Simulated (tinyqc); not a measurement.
# Energy and delay of logic against supply voltage, step by step

Computed by the program tinyqc: `OMP_NUM_THREADS=1 python tinyqc.py 2082149 2082150 out.jsonl`, one thread of a shared Intel Xeon 2.30GHz, about 0.01 s for the whole run. Printed values are rounded.

One expression serves below and above threshold: I(Vg) = Ik [ln(1 + exp((Vg - VT + dd V)/(al nf Vt)))]^al, with I_on = I(V) and I_off = I(0). Gate delay td = kd C V/I_on, clock period LD td. Per gate and cycle the switching energy is act C V^2 and the leakage energy I_off V LD td. No short-circuit current, no variation. Minima are sought above 0.09 V; below a few Vt gates no longer switch and the model has no meaning.

Inputs (values chosen for the exercise); values of the order met in logic technologies: temperature T = 250 K; threshold voltage at zero drain bias VT = 0.19 V; slope factor nf = 1.14; barrier lowering per volt of supply dd = 0.07; specific current of a gate Ik = 0.64 uA; exponent of the current law al = 1.48; load capacitance of a gate C = 0.31 fF; delay factor kd = 0.8; logic depth LD = 40; activity factor act = 0.2; supply voltage V = 0.79 V.

Constants: q = 1.602176634e-19 C, kB = 1.380649e-23 J/K, Vt = kB T/q. Results are converted to the units shown.

## Currents, delay and energies

I_on, I_off, td, clock frequency 1/(LD td), both energies and their sum.

I_on = 46.2383 uA
I_off = 2.60857 nA
td = 4.23718 ps
clock frequency = 5.90015 GHz
switching energy = 38.6942 aJ
leakage energy = 0.349274 aJ
energy = 39.0435 aJ

I_on/I_off = 17700; leakage makes up 0.895 % of the energy.

## Starting value

V = 0.21 V.

V at the start = 0.21 V

## Iteration 1: new V

Minimum-energy supply: E(V) is the energy per gate and cycle; with h = 0.001 V, E' = (E(V + h) - E(V - h))/(2 h), E'' = (E(V - h) - 2 E(V) + E(V + h))/h^2, V(new) = V - E'/E''.

E' = 23.1136 aJ/V
E'' = 198.434 aJ/V^2
V after iteration 1 = 0.0935197 V

## Iteration 2: new V

As before.

E' = -24.2775 aJ/V
E'' = 386.835 aJ/V^2
V after iteration 2 = 0.156279 V

## Iteration 3: new V

As before.

E' = 7.95724 aJ/V
E'' = 400.255 aJ/V^2
V after iteration 3 = 0.136399 V

## Course of the iteration

Stop when the step is below 1e-9 V, or after 40 iterations.

Course of the iteration:
```
iteration,V before the step (V),step (V)
1,0.21,-0.116
2,0.0935197,0.0628
3,0.156279,-0.0199
4,0.136399,2.22e-3
5,0.138618,2.69e-5
6,0.138644,4.34e-9
7,0.138644,5.26e-14
```

Converged in 7 iterations. There leakage makes up 40.9 % of the energy and the clock runs at 69.3 MHz.
